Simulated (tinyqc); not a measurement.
Charge pumping in an n-channel transistor: effect of temperature.

The gate is pulsed from accumulation to inversion and back. Energies E are counted from the intrinsic level; Dit(E) = D0 [1 + b (2 E/Eg)^2]. During each edge the traps near the bands emit their carriers, and those between Eh and Ee recombine once a cycle.

Nc and Nv are given at 300 K and scale as T^1.5, vth as T^0.5; Eg and the cross-sections are held. ni = sqrt(Nc Nv) exp(-Eg/(2 Vt)), Eg in volts; emission times te = (dV/Va) tf and th = (dV/Va) tr; Ee = -Vt ln(vth sn ni te), Eh = +Vt ln(vth sp ni th). Nit = integral of Dit from Eh to Ee = D0 [Ee - Eh + 4 b (Ee^3 - Eh^3)/(3 Eg^2)], Qcp = q A Nit, Icp = f Qcp.

Values chosen for this exercise; band and dielectric values close to those of silicon:
- Eg = 1.1 eV (band gap)
- Nc = 2.82e19 cm^-3 (conduction-band density of states at 300 K)
- Nv = 2.64e19 cm^-3 (valence-band density of states at 300 K)
- A = 9 um^2 (gate area)
- D0 = 2.1e11 cm^-2 eV^-1 (trap density at midgap)
- b = 0 (rise of the trap density towards the band edges)
- sn = 2.1e-15 cm^2 (cross-section for electrons)
- sp = 1.4e-16 cm^2 (cross-section for holes)
- vth = 1.5e7 cm/s (thermal velocity at 300 K, one nominal value for electrons and holes)
- dV = 0.61 V (Vth - Vfb)
- Va = 3.9 V (pulse height)
- f = 1.6e5 Hz (frequency)
- tr = 110 ns (rise time)
- tf = 88 ns (fall time)

Constants: q = 1.602176634e-19 C, kB = 1.380649e-23 J/K, Vt = kB T/q. Results are converted to the units shown.

Effect of temperature:
```
T (K)  Ee (eV)  Eh (eV)  Nit (cm^-2)  Icp (pA)
180     0.4204  -0.4589     1.847e11     426.0
220     0.3840  -0.4311     1.712e11     394.9
260     0.3463  -0.4020     1.571e11     362.5
300     0.3075  -0.3718     1.427e11     329.1
340     0.2679  -0.3407     1.278e11     294.9
380     0.2274  -0.3088     1.126e11     259.8
420     0.1862  -0.2761     9.710e10     224.0
```

What does the comparison show, and why?

The window Ee - Eh shrinks from 0.879 to 0.462 eV, since emission is faster when hot, and Icp falls from 426 to 224 pA.

Range of the model: The Fermi levels of inversion and accumulation are taken to lie beyond Ee and Eh, the flat tops to fill all traps, and no geometric current is added.

tinyqc, about 0.01 s, one thread, Intel Xeon 2.30GHz (shared host): `OMP_NUM_THREADS=1 python tinyqc.py 2030075 2030076 out.jsonl`
